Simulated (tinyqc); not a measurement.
Changing the exponent n of the profile: thermal and gravitational stress in a wafer during furnace and rapid thermal processing, and the onset of slip. Computed by tinyqc, a small Python program. Command: `OMP_NUM_THREADS=1 python tinyqc.py 3019592 3019593 out.jsonl slip sweep`. One thread of a shared host (Intel(R) Xeon(R) Processor @ 2.30GHz), about 0.01 s of CPU time with the checks.

A thin free disc in plane stress, isotropic; T(r) = T_centre + dT (r/R)^n. Stress is positive in tension; sigma_SB = 5.670374419e-8 W/(m^2 K^4), g = 9.80665 m/s^2.

Inputs (values chosen for the exercise, modelled on silicon):
```
quantity,value,unit
Young's modulus E,149,GPa
expansion alpha,4.51,1e-6/K
edge less centre temperature dT,8.5,K
temperature T,1425,K
prefactor A of the critical stress,0.00033,MPa
energy U of the critical stress,1.01,eV
```

Temperature profile: edge zone, power law.

Constants: k_B = 8.617333262e-05 eV/K.

Method. With x = r/R: s_rr = alpha E dT (1 - x^n)/(n + 2), s_tt = alpha E dT [1 - (n + 1) x^n]/(n + 2). Critical resolved stress tau_c = A exp(U/(k_B T)), a form chosen for the exercise; slip when 0.492799 |s_tt(R)| > tau_c; allowed |dT| = tau_c (n + 2)/(0.492799 n alpha E).

One run for each value:
```
exponent n of the profile,hoop stress at the edge (MPa),allowed |dT| (K),r/R where s_tt = 0
2,-2.856,7.440,0.5774
4,-3.808,5.580,0.6687
6,-4.284,4.960,0.7230
10,-4.760,4.464,0.7868
16,-5.077,4.185,0.8377
30,-5.355,3.968,0.8918
```

Give the missing row, exponent n of the profile = 3.

Computed row:
```
exponent n of the profile  hoop stress at the edge (MPa)  allowed |dT| (K)  r/R where s_tt = 0
3                                                 -3.427             6.200              0.6300
```

Interpolating between the two neighbouring rows (the first column on a logarithmic scale, the others too where they are positive) misses most in allowed |dT| (K), by 1.4 %. Over the rows, hoop stress at the edge (MPa) falls from -2.86 to -5.35 (exponent d ln y / d ln x 0.45 between the first rows and 0.085 between the last); allowed |dT| (K) falls from 7.44 to 3.97 (exponent d ln y / d ln x -0.45 between the first rows and -0.085 between the last); r/R where s_tt = 0 rises from 0.577 to 0.892 (exponent d ln y / d ln x 0.22 between the first rows and 0.100 between the last). The edge stress is alpha E dT n/(n + 2): half of alpha E dT for a parabola, all of it for a narrow rim, which the rest of the wafer holds fully.
